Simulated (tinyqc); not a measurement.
# Changing the absorbed power P

Model: global model of a low-pressure process discharge: electron temperature, density, ion flux and ion energy. Computed by tinyqc, a small Python program. Command: `OMP_NUM_THREADS=1 python tinyqc.py 3113661 3113662 out.jsonl plasma sweep`. One thread of a shared host (Intel(R) Xeon(R) Processor @ 2.30GHz), about 0.01 s of CPU time with the checks.

Maxwellian electrons with temperature T_e in eV, one positive ion, no negative ions, uniform bulk density n; rate constants have the Arrhenius form.

Inputs (values chosen for the exercise, of the order of those of an inductive discharge in a simple atomic gas):
```
quantity                          value   unit
ion mass M                         35.5      u
ionisation prefactor K0         4.5e-14  m^3/s
ionisation energy E_iz             17.4     eV
excitation prefactor X0         9.3e-15  m^3/s
excitation energy E_ex             10.4     eV
elastic rate constant K_el      1.3e-13  m^3/s
ion-neutral cross section       7.4e-19    m^2
pressure p                            1     Pa
gas temperature T_g                 600      K
radius R                            9.3     cm
height L                             12     cm
bias power P_b                       66      W
radius of the biased electrode        5     cm
bias frequency                    13.56    MHz
```

Constants: k_B = 1.380649e-23 J/K; e = 1.602176634e-19 C; u = 1.6605390666e-27 kg; m_0 = 9.1093837015e-31 kg; eps_0 = 8.8541878128e-12 F/m.

Method:
- n_g = p/(k_B T_g); lambda_i = 1/(n_g sigma); h_L = 0.86/sqrt(3 + L/(2 lambda_i)), h_R = 0.8/sqrt(4 + R/lambda_i); A_eff = 2 pi R^2 h_L + 2 pi R L h_R; d_eff = pi R^2 L/A_eff.
- Particle balance: K0 exp(-E_iz/T_e) n_g d_eff = u_B, u_B = sqrt(e T_e/M).
- Root found by bracketing.
- E_c = E_iz + (X0 exp(-E_ex/T_e) E_ex + K_el (3 m_0/M) T_e)/K_iz; wall potential V_s = (T_e/2) ln(M/(2 pi m_0)); E_T = E_c + 2 T_e + T_e/2 + V_s; n = P/(e u_B A_eff E_T); ion current density J = e h_L n u_B; ionised share n/n_g.
- All bias power goes to ions: V_b = P_b/(J pi r^2). Debye length at the sheath edge lambda_D = sqrt(eps_0 T_e/(e h_L n)); Child-law sheath s = (sqrt2/3) lambda_D (2 V/T_e)^(3/4), V = V_b + V_s; ion transit time tau_i = 3 s sqrt(M/(2 e V)); collisions in the sheath s/lambda_i.

One run for each value; columns: (1) absorbed power P (W); (2) plasma density n (1/cm^3); (3) bias voltage V_b (V); (4) sheath width s (mm); (5) transit time over bias period:
```
(1)         (2)    (3)    (4)    (5)
60    6.580e+10  889.3  5.140  2.982
110   1.206e+11  485.1  2.435  1.899
210   2.303e+11  254.1  1.108  1.178
400   4.387e+11  133.4  0.514  0.735
1400  1.535e+12   38.1  0.128  0.304
2700  2.961e+12   19.8  0.067  0.197
5000  5.484e+12   10.7  0.039  0.135
```

Give the missing row, absorbed power P (W) = 750.

Computed row; columns: (1) absorbed power P (W); (2) plasma density n (1/cm^3); (3) bias voltage V_b (V); (4) sheath width s (mm); (5) transit time over bias period:
```
(1)        (2)   (3)    (4)    (5)
750  8.226e+11  71.1  0.250  0.469
```

Interpolating between the two neighbouring rows (the first column on a logarithmic scale, the others too where they are positive) misses most in sheath width s (mm), by 2.2 %. Over the rows, plasma density n (1/cm^3) rises from 6.58e10 to 5.48e12 (exponent d ln y / d ln x about 1.00 throughout); bias voltage V_b (V) falls from 889 to 10.7 (exponent d ln y / d ln x about -1.0 throughout); sheath width s (mm) falls from 5.14 to 0.0394 (exponent d ln y / d ln x -1.2 between the first rows and -0.86 between the last). The exponent of plasma density n stays at 1: the power balance is linear in n. The exponent of bias voltage V_b stays at -1: more ions share the bias power.

Caution (rows 2700, 5000): at this ionised share gas depletion and heating, left out here, matter.
